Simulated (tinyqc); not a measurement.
# Biaxially strained (001) channel, valley splitting in an inversion layer: two studies

A thin layer grown on a relaxed buffer is stretched in the plane. The two valleys with their long axis along the growth direction (D2) sink against the four in-plane ones (D4); confinement in a triangular well splits them too. Only the lowest subband of each set is kept; one relaxation time, so the weakening of intervalley scattering is left out.

Inputs (values chosen for the exercise); values close to those of silicon on relaxed silicon-germanium:
- T = 300 K (temperature)
- x = 0.36 (germanium share of the relaxed buffer)
- b1 = 0.0418 (lattice mismatch per unit x)
- c11 = 168 GPa (elastic constant)
- c12 = 63.4 GPa (elastic constant)
- Xu = 9.16 eV (shear deformation potential)
- ml = 0.937 m0 (longitudinal mass)
- mt = 0.195 m0 (transverse mass)
- F = 0.25 MV/cm (confining field)
- Ns = 6.8e11 cm^-2 (inversion density)

Constants: q = 1.602176634e-19 C, kB = 1.380649e-23 J/K, hbar = 1.054571817e-34 J s, m0 = 9.1093837015e-31 kg, Vt = kB T/q, hbar^2/(2 m0) = 0.0380998212 eV nm^2. Results are converted to the units shown.

Each table varies one quantity; the others keep the values above.

## Effect of the confining field

e_par = b1 x, e_perp = -2 (c12/c11) e_par, splitting D = Xu (e_par - e_perp), in-plane stress (c11 + c12 - 2 c12^2/c11) e_par. Levels E(m) = 2.33811 (hbar^2 q^2 F^2/(2 m))^(1/3): E2 = E(ml), E4 = E(mt) + D; N2 = 2 mt kB T/(pi hbar^2), N4 = 4 sqrt(mt ml) kB T/(pi hbar^2). EF solves Ns = N2 ln(1 + exp((EF - E2)/Vt)) + N4 ln(1 + exp((EF - E4)/Vt)); f2 is the share in D2, and 1/mc = f2/mt + (1 - f2)(1/mt + 1/ml)/2. The gain is mc(x = 0)/mc.

The same in every row: D (meV) = 241.88.

Results:

| F (MV/cm) | f2 without strain | f2 | mc (m0) | gain |
|---|---|---|---|---|
| 0.1 | 0.37645 | 0.99985 | 0.19501 | 1.3277 |
| 0.3 | 0.63218 | 0.99995 | 0.19500 | 1.1704 |
| 0.7 | 0.88923 | 0.99999 | 0.19500 | 1.0459 |
| 0.9 | 0.93936 | 0.99999 | 0.19500 | 1.0246 |
| 1.1 | 0.96617 | 1.0000 | 0.19500 | 1.0136 |
| 1.3 | 0.98071 | 1.0000 | 0.19500 | 1.0077 |
| 1.5 | 0.98876 | 1.0000 | 0.19500 | 1.0045 |

Estimate the missing row, F = 0.5 MV/cm.

Computed row:

| F (MV/cm) | f2 without strain | f2 | mc (m0) | gain |
|---|---|---|---|---|
| 0.5 | 0.79618 | 0.99998 | 0.19500 | 1.0878 |

With this row back in the table: As F goes from 0.1 to 1.5 MV/cm, f2 stays near 1.00 (without strain: it rises from 0.376 to 0.989) and the gain falls from 1.33 to 1.00. Strong confinement already empties D4, so strain has less to move.

## Effect of the inversion density

Same model as above.

The same in every row: D (meV) = 241.9.

Effect of the inversion density:

| Ns (cm^-2) | f2 without strain | f2 | mc (m0) | gain |
|---|---|---|---|---|
| 2e11 | 0.5838 | 0.9999 | 0.1950 | 1.197 |
| 3.9e11 | 0.5811 | 0.9999 | 0.1950 | 1.199 |
| 7.5e11 | 0.5761 | 0.9999 | 0.1950 | 1.202 |
| 1.4e12 | 0.5673 | 0.9999 | 0.1950 | 1.207 |
| 2.8e12 | 0.5489 | 0.9999 | 0.1950 | 1.217 |
| 5.4e12 | 0.5178 | 0.9999 | 0.1950 | 1.236 |
| 1e13 | 0.4714 | 0.9998 | 0.1950 | 1.265 |
| 2e13 | 0.4003 | 0.9985 | 0.1951 | 1.311 |

What does the comparison show?

As Ns goes from 2e11 to 2e13 cm^-2, f2 stays near 1.00 (without strain: it falls from 0.584 to 0.400) and the gain rises from 1.20 to 1.31. For Ns = 5.4e12 to 2e13 cm^-2 the second D2 subband, left out here, lies within 2 Vt of EF or below it.

Numbers from tinyqc (`OMP_NUM_THREADS=1 python tinyqc.py 2530015 2530016 out.jsonl`; about 0.01 s on one thread of a shared Intel Xeon 2.30GHz).
